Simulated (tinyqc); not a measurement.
Plane-wave Kohn-Sham cycle with exchange-only LDA in a layered model solid, step by step. One step of it, computed by the program tinyqc.

Problem. Iteration 2: Hamiltonian at one k. H(m,m') = (k + G_m)^2/2 delta + V(G_m - G_m'), with V(-G) = V(G).

A solid whose potential varies along x alone (atomic units):
```
parameter                      value
period a                   11.900000
cross-section of the cell  11.000000
electrons per cell                 4
grid points                       16
plane waves -n..n, n               3
k points                           3
V1 in V1 cos(2 pi x/a)     -0.170000
V2 in V2 cos(4 pi x/a)      0.120000
```

V(G_m), m = 0, 1, 2, ... (hartree): -0.307758  -0.046693  0.054120  -0.000527  -0.000010  0.000001  0.000003

k = 0.000000 2 pi / a

Give: H.

Solution.

H (hartree), lower triangle:
```
         -3       -2       -1       +0       +1       +2      +3
-3   0.9468
-2  -0.0467   0.2498
-1   0.0541  -0.0467  -0.1684
+0  -0.0005   0.0541  -0.0467  -0.3078
+1   0.0000  -0.0005   0.0541  -0.0467  -0.1684
+2   0.0000   0.0000  -0.0005   0.0541  -0.0467   0.2498
+3   0.0000   0.0000   0.0000  -0.0005   0.0541  -0.0467  0.9468
```
